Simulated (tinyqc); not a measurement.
Raising the sheet density: inversion layer as a triangular well, valleys of the Si type.

Six ellipsoidal valleys with their long axes along the cube axes, mass ml along the axis and mt across it. For a valley whose axis makes the angle theta with the surface normal, 1/m_z = cos^2(theta)/ml + sin^2(theta)/mt sets the confinement; in the plane the masses are m_1 = mt and m_2 = ml mt/m_z, and m_d = sqrt(m_1 m_2).

The field is taken as constant, e F = 4 pi (e^2/4 pi eps0)(Nd + eta Ns)/eps, with 1e12/cm^2 = 1e-4/angstrom^2, and the oxide as a hard wall at z = 0; c = hbar^2/2m0.

Level j of a valley lies at E_j = a_j (c (e F)^2/m_z)^(1/3) above the band edge at the surface, with the Airy zeros a_j = 2.338107, 4.087949, 5.520560, 6.786708, 7.944134, 9.022651, 10.040174, 11.008524, 11.936016, 12.828777, and has <z> = 2 E_j/(3 e F).

Subband i holds n_i = g m_d/(2 pi c) kB T ln(1 + exp((EF - E_i)/kB T)) (spin included), and EF is fixed by sum n_i = Ns over the levels listed or, where none are listed, over j = 0 to 9 of each group; 1e12/cm^2 = 1e-4/angstrom^2.

Constants: hbar^2/2m0 = 3.80998211 eV angstrom^2; e^2/(4 pi eps0) = 14.39964547 eV angstrom; kB = 8.617333262e-05 eV/K.

Inputs chosen for the exercise (near those of Si; the results hold for these values, not for the real material):
- ml = 0.903 m0 (longitudinal mass)
- mt = 0.189 m0 (transverse mass)
- eps = 11.9 (dielectric constant)
- Nd = 0.13 x 1e12/cm^2 (depletion charge)
- eta = 0.75 (share of Ns in the effective field)
- face = 100 (surface)
- T = 300 K (temperature)
- Nss = (0.8, 1.5, 2.5, 4, 6, 9, 13) x 1e12/cm^2 (sheet densities)

Valleys (masses in m0):
```
valleys g  cos^2(theta)      m_z      m_1      m_2      m_d
2               1.00000  0.90300  0.18900  0.18900  0.18900
4               0.00000  0.18900  0.18900  0.90300  0.41312
```

The field, the ladders and EF anew for each Ns.

Results:
```
Ns (1e12/cm^2)  F (MV/cm)  lowest E (eV)  next - lowest (meV)  EF - lowest (meV)  share of lowest (%)  <z> (angstrom)
0.8                 0.111         0.0405                 27.7              -72.5                 30.0            41.0
1.5                 0.191         0.0581                 39.8              -45.8                 42.8            29.7
2.5                 0.305         0.0794                 54.4              -22.9                 56.3            23.0
4.0                 0.476         0.1069                 73.1               -0.5                 69.8            18.2
6.0                 0.704         0.1388                 95.0               21.1                 80.5            14.9
9.0                 1.046         0.1807                123.7               46.6                 88.7            12.4
13.0                1.502         0.2300                157.4               75.7                 93.6            10.7
```

Levels scale as F^(2/3): the field grows by 13.53 and the lowest level by 5.68. The layer thins from 41.0 to 10.7 angstrom. EF passes the lowest edge between 4 and 6 e12/cm^2. The share of the lowest subband rises throughout: the spacing grows faster than the band fills.

(tinyqc, `OMP_NUM_THREADS=1 python tinyqc.py 1252067 1252068 out.jsonl`, Intel(R) Xeon(R) Processor @ 2.30GHz, 1 thread, shared host, about 0.03 s.)
